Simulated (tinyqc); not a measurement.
Worked calculation: Born-von Karman spring model of a cubic crystal with one atom per cell. Computed by tinyqc, a small Python program that keeps every step. Command: `OMP_NUM_THREADS=1 python tinyqc.py 3020814 3020815 out.jsonl springs walk`. One thread of a shared host (Intel(R) Xeon(R) Processor @ 2.30GHz), about 0.2 s of CPU time with the checks. Intermediate numbers are printed to about 6 digits and carried at full precision; extremes and crossings named in words are read from the listed rows.

First neighbours lie at a/2 (1,1,0) (12 of them), second at a (1,0,0) (6), with all permutations and signs; the volume per atom is Omega = a^3/4. Two shells of springs match a real metal only roughly, above all at the zone boundary.

Inputs (values chosen for the exercise, modelled on aluminium):
```
quantity                value           unit
lattice constant a       4.05       angstrom
atomic mass M           26.98              u
radial spring k1L        1.33  eV/angstrom^2
transverse spring k1T  -0.077  eV/angstrom^2
radial spring k2L        0.16  eV/angstrom^2
transverse spring k2T   -0.01  eV/angstrom^2
mesh divisions n            6              -
temperature T             400              K
```

Lattice: fcc.

wave vector q (2 pi/a): 0.62  0.45  0

Constants: nu for 1 eV/(angstrom^2 u) = 15.6333042 THz; 1 eV/angstrom^3 = 160.2176634 GPa; u = 1.6605390666e-27 kg; h x 1 THz = 4.135667696 meV; k_B = 8.617333262e-05 eV/K; hbar^2/u = 4.18015928e-03 eV angstrom^2; hbar = 1.054571817e-34 J s; k_B = 1.380649e-23 J/K.

## Dynamical matrix at q

A neighbour at R with unit vector n couples by the matrix K(R) = kL n n^T + kT (1 - n n^T), and D(q) = (1/M) sum_R K(R) [1 - cos(q.R)].

D(q) (eV/(angstrom^2 u)):
```
          x         y         z
x  0.234739  0.095781  0.000000
y  0.095781  0.182827  0.000000
z  0.000000  0.000000  0.190629
```

## Frequencies and polarisations

Diagonalise D. An eigenvalue lambda of D in eV/(angstrom^2 u) gives nu = 15.6333042 THz x sqrt(lambda). Eigenvectors are columns, with the largest component positive; the longitudinal weight is (e.q)^2/q^2.

eigenvalues (eV/(angstrom^2 u)): 0.109547  0.190629  0.308019

frequencies (THz): 5.17429  6.82566  8.67640

polarisation vectors:
```
     mode 1   mode 2   mode 3
x  -0.60763  0.00000  0.79422
y   0.79422  0.00000  0.60763
z   0.00000  1.00000  0.00000
```

longitudinal weights: 0.000637  0.000000  0.999363

Mode 3 is the most longitudinal, with weight 1.00.

## Elastic constants from long waves

[ij,kl] = (1/(2 Omega)) sum_R K_ij R_k R_l; C11 = [xx,xx], C44 = [xx,yy], C12 = 2 [xy,xy] - C44; B = (C11 + 2 C12)/3; Zener ratio A = 2 C44/(C11 - C12). K(R) = kL n n^T + kT (1 - n n^T).

C11 = 124.455 GPa

C12 = 69.4277 GPa

C44 = 41.8940 GPa

bulk modulus B = 87.7703 GPa

Zener ratio A = 1.52265

C12 - C44 = 27.53 GPa: the Cauchy relation fails because sum_R kT R^2 is not zero; a negative sum gives a positive Cauchy pressure.

## Sound velocities

rho = M/Omega and v = sqrt(C/rho), with C = C11, C44, C44 along [100]; (C11 + C12 + 2 C44)/2, C44, (C11 - C12)/2 along [110]; (C11 + 2 C12 + 4 C44)/3 and twice (C11 - C12 + C44)/3 along [111].

density rho = 2697.65 kg/m^3

Velocities (m/s):
```
direction  longitudinal  transverse 1  transverse 2
[100]           6792.26       3940.78       3940.78
[110]           7173.93       3940.78       3193.62
[111]           7296.72       3460.65       3460.65
```

Along [110] the two transverse waves differ by a factor sqrt(2 C44/(C11 - C12)) = 1.234.

## Frequencies at the zone boundary

The formulas are those given above.

Frequencies (THz) at points given in 2 pi/a:
```
point                 nu 1     nu 2     nu 3
X (1, 0, 0)        6.31043  6.31043  9.52907
L (0.5, 0.5, 0.5)  4.71100  4.71100  9.93307
W (1, 0.5, 0)      6.75418  8.05915  8.05915
K (0.75, 0.75, 0)  5.94242  7.79764  8.70333
```

## Highest frequency at X

Take the highest frequency at X = (1, 0, 0) (2 pi/a).

highest frequency at X = 9.52907 THz

## Dispersion against the sound-wave line

The last column divides the top branch by the straight line with its slope at G. End points in 2 pi/a: X = (1, 0, 0), L = (0.5, 0.5, 0.5).

Frequencies (THz) along two lines:
```
line  fraction of the way     nu 1     nu 2     nu 3  nu 3 / linear
G-X                  0.10  0.96948  0.96948  1.66605       0.993411
G-X                  0.25  2.37709  2.37709  4.02449       0.959869
G-X                  0.40  3.66473  3.66473  6.05108       0.902015
G-X                  0.55  4.76151  4.76151  7.62624       0.826778
G-X                  0.70  5.60150  5.60150  8.71105       0.742016
G-X                  0.85  6.12998  6.12998  9.33003       0.654493
G-X                  1.00  6.31043  6.31043  9.52907       0.568187
G-L                  0.10  0.73696  0.73696  1.55387       0.995893
G-L                  0.25  1.80282  1.80282  3.80122       0.974495
G-L                  0.40  2.76905  2.76905  5.83851       0.935489
G-L                  0.55  3.58227  3.58227  7.55317       0.880163
G-L                  0.70  4.19753  4.19753  8.85043       0.810332
G-L                  0.85  4.58083  4.58083  9.65862       0.728270
G-L                  1.00  4.71100  4.71100  9.93307       0.636620
```

Along G-X the top branch ends at 57 % of its linear extrapolation. Along G-L the top branch ends at 64 % of its linear extrapolation, which is the 2/pi of a pure sine: planes normal to this line couple to their next planes alone. A Debye model keeps the straight line throughout.

## Thermal sums on a mesh

Mesh: q = sum_i (m_i + 1/2)/n b_i, m_i = 0..n-1, with b = [[-1, 1, 1], [1, -1, 1], [1, 1, -1]] in 2 pi/a; sums are averages over the n^3 points, per atom. With x = h nu/(k_B T) and n = 1/(exp(x) - 1) for each mode: F = k_B T [x/2 + ln(1 - exp(-x))], U = k_B T x (n + 1/2), S/k_B = x n - ln(1 - exp(-x)), C/k_B = x^2 n (n + 1). <u_x^2> = (1/3) sum over modes of hbar^2/(2 M h nu) coth(x/2); zero-point energy = sum h nu/2. <u_x^2> converges slowly with the mesh, from below, with an error of order 1/n.

free energy F = -28.8946 meV/atom

energy U = 108.932 meV/atom

entropy S = 3.99853 k_B/atom

heat capacity C = 2.84407 k_B/atom

<u_x^2> = 0.0117495 angstrom^2

zero-point energy = 40.0135 meV/atom

C is 95 % of the classical 3 k_B, and the zero-point energy is 37 % of U.

## Debye temperature from the elastic constants

Christoffel matrix G_xx = C11 n_x^2 + C44 (1 - n_x^2), G_xy = (C12 + C44) n_x n_y, with eigenvalues rho v^2; v_m^-3 is the mean of v^-3 over three branches and all directions (12 Gauss-Legendre points in cos(theta) times 24 angles phi = (j + 1/2) pi/12); q_D = (6 pi^2/Omega)^(1/3); Theta = hbar v_m q_D/k_B.

mean velocity v_m = 4045.94 m/s

Debye wave number q_D = 1.52774 1/angstrom

elastic Debye temperature = 472.129 K

## Full spectrum, Debye and Einstein heat capacities

Mesh: q = sum_i (m_i + 1/2)/n b_i, m_i = 0..n-1, with b = [[-1, 1, 1], [1, -1, 1], [1, 1, -1]] in 2 pi/a; sums are averages over the n^3 points (here n = 14), per atom. Debye: C = 9 k_B (T/Theta)^3 int_0^(Theta/T) x^4 e^x/(e^x - 1)^2 dx with the elastic Theta. Einstein: three modes at the root-mean-square frequency. The last column is the Theta that makes the Debye formula give the full C at that T.

root-mean-square frequency = 6.71922 THz

Heat capacity (k_B/atom):
```
T (K)  full spectrum    Debye  Einstein  Theta from C (K)
57           0.55435  0.37925   0.33761           404.624
85           1.18306  0.92309   1.01724           407.099
120          1.78043  1.53871   1.69789           410.496
170          2.27212  2.09970   2.24178           413.047
240          2.59607  2.49112   2.58666           414.571
350          2.79883  2.74385   2.79649           415.465
470          2.88579  2.85393   2.88503           415.835
710          2.94911  2.93471   2.94896           416.099
```

The apparent Theta runs from 405 to 416 K against the elastic 472 K; at high T it tends to sqrt(5/3) h nu_rms/k_B = 416 K. At the lowest T the Debye value is 0.68 and the Einstein value 0.61 times the full one; dispersion bends the branches below the sound lines, so the real spectrum has more low modes than Debye assumes. At the highest T Debye misses by 0.49 % and Einstein by 0.0051 %.

Checks made by the program: slopes of the dispersion along [110] against the sound velocities (relative difference 2e-08); F = U - T S (relative difference 1e-10).
